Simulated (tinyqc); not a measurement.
Inside a calculation. Model: spin coating of a resist or spin-on film: centrifugal thinning, evaporation and the final thickness (Emslie and Meyerhofer models). Computed by tinyqc, a small Python program that keeps every step. Command: `OMP_NUM_THREADS=1 python tinyqc.py 3112706 3112707 out.jsonl spincoat walk`. One thread of a shared host (Intel(R) Xeon(R) Processor @ 2.30GHz), about 0.09 s of CPU time with the checks. Intermediate numbers are printed to about 5 digits and carried at full precision; extremes and crossings named in words are read from the listed rows.

A Newtonian film stays uniform over the wafer; solvent and solids have the same density and the concentration is uniform through the thickness.

Inputs (values chosen for the exercise, of the order of those of a polymer resist in an ester solvent): solids volume fraction c0 = 0.037; kinematic viscosity of the solvent nu_s = 1.7 mm^2/s; viscosity constant k = 1400 mm^2/s; viscosity exponent gamma = 3.3; spin speed f = 1500 rpm; evaporation rate at 1000 rpm e0 = 0.097 micrometre/s; starting thickness h0 = 200 micrometre; time t = 1.1 s; wafer radius R = 100 mm; shrinkage in the bake = 6.6 %.

## Rates

omega = 2 pi f/60; nu(c) = nu_s + k c^gamma; evaporation rate e = e0 sqrt(f/1000 rpm). Flow constant K = 2 omega^2/(3 nu(c0)); Reynolds number of the air omega R^2/nu_air with nu_air = 15 mm^2/s.

omega = 157.08 1/s

nu(c0) = 1.7264 mm^2/s

evaporation rate e = 0.11880 micrometre/s

flow constant K = 0.0095283 1/(micrometre^2 s)

Reynolds number of the air = 1.0472e+05

## Thinning without evaporation

dh/dt = -K h^3 gives h = h0/sqrt(1 + 2 K h0^2 t); for long times h = 1/sqrt(2 K t).

h(t) without evaporation = 6.9028 micrometre

long-time form = 6.9069 micrometre

time 1/(2 K h0^2) = 0.0013119 s

The long-time form is within 0.060 %: the starting thickness is forgotten.

## The two-stage estimate

Meyerhofer estimate: flow rules until (1 - c0) K h^3 = e, then evaporation alone: h_w = (e/((1 - c0) K))^(1/3), dry film c0 h_w.

wet thickness h_w = 2.3482 micrometre

dry film, estimate = 86.882 nm

drying time (1 - c0) h_w/e = 19.034 s

## First explicit step of the full model

Solids s and liquid l per area start at s = c0 h0, l = (1 - c0) h0. With h = h0 and c = c0: Q = K h^3, K = 2 omega^2/(3 nu); one Euler step of length dt = 0.01 h0/Q for s and l, ds/dt = -c Q, dl/dt = -(1 - c) Q - e.

Q = 76226 micrometre/s

dt = 2.6238e-05 s

s = 7.326 micrometre

l = 190.67 micrometre

Q/e at the start = 6.4163e+05

## The full model

Full model for solids s and liquid l per area, h = s + l, c = s/h: ds/dt = -c Q, dl/dt = -(1 - c) Q - e, Q = 2 omega^2 h^3/(3 nu(c)); integrated adaptively (relative tolerance 1e-9) until l = 0. Dry film = s at l = 0, before the bake; film after the bake = s x (1 - shrinkage).

time to dry = 23.057 s

dry film = 87.596 nm

film after the bake = 81.815 nm

## Course in time

Times are fractions of the time to dry.

History:
```
fraction   t (s)  h (micrometre)        c  nu (mm^2/s)         Q/e  s (nm)
0.003      0.069          27.282  0.03701        1.726  1.6287e+03  1009.7
0.010      0.231          15.032  0.03705        1.726  2.7243e+02   556.9
0.030      0.692           8.669  0.03723        1.727  5.2240e+01   322.8
0.100      2.306           4.661  0.03846        1.730  8.1023e+00   179.3
0.200      4.611           3.152  0.04138        1.738  2.4949e+00   130.4
0.350      8.070           2.151  0.04858        1.765  7.8084e-01   104.5
0.500     11.529           1.540  0.06094        1.837  2.7542e-01    93.9
0.700     16.140           0.917  0.09650        2.324  4.5966e-02    88.5
0.900     20.751           0.362  0.24231       14.717  4.4460e-04    87.6
```

Q/e drops below 1 between t = 4.6 and 8.1 s, when c has risen from 0.037 to about 0.049; after that row the solids fall by a further 16 %. The full model gives 1.01 times the two-stage estimate.

## Spin curve

The formulas are those given above.

Dry film against speed:
```
f (rpm)  full model (nm)  estimate (nm)  time to dry (s)
500               151.72         150.48           69.164
1000              107.28         106.41           34.585
1500               87.60          86.88           23.057
2000               75.86          75.24           17.293
3000               61.94          61.43           11.529
4000               53.64          53.20            8.647
6000               43.80          43.44            5.765
```

The full thickness goes as f^-0.500; the estimate as (e/omega^2)^(1/3) = f^(-1/2). The time to dry goes as f^-1.00. A thickness window of 1 % allows a speed error of about 2 %.

Checks made by the program: constant-viscosity run against c0 h0 exp(-int K h^2 dt) (relative difference 1e-05).
